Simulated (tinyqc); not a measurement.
## Permittivity and interlayer from two capacitances

Problem. A two-layer stack has Cox = eps0/(t1/e1 + t2/e2) and EOT = 3.9 eps0/Cox. Find e2, the EOT of layer 1 and, with e1 given, t1.

Inputs (values chosen for the exercise):
- e1 = 7.62 (relative permittivity of layer 1)

Constants: eps0 = 8.8541878128e-14 F/cm where lengths are in cm. Results are converted to the units shown.

Cox at t2 = 2.4 and 7.7 nm (uF/cm^2): [2.0547776, 0.88036139]

Solution. EOT is linear in t2 with slope 3.9/e2, and its intercept is the EOT of layer 1.

e2 = 9.22
EOT of layer 1 = 0.665 nm
t1 = 1.30 nm

Program tinyqc, `OMP_NUM_THREADS=1 python tinyqc.py 2010099 2010100 out.jsonl`; Intel Xeon 2.30GHz, shared host, one thread, about 0.01 s.
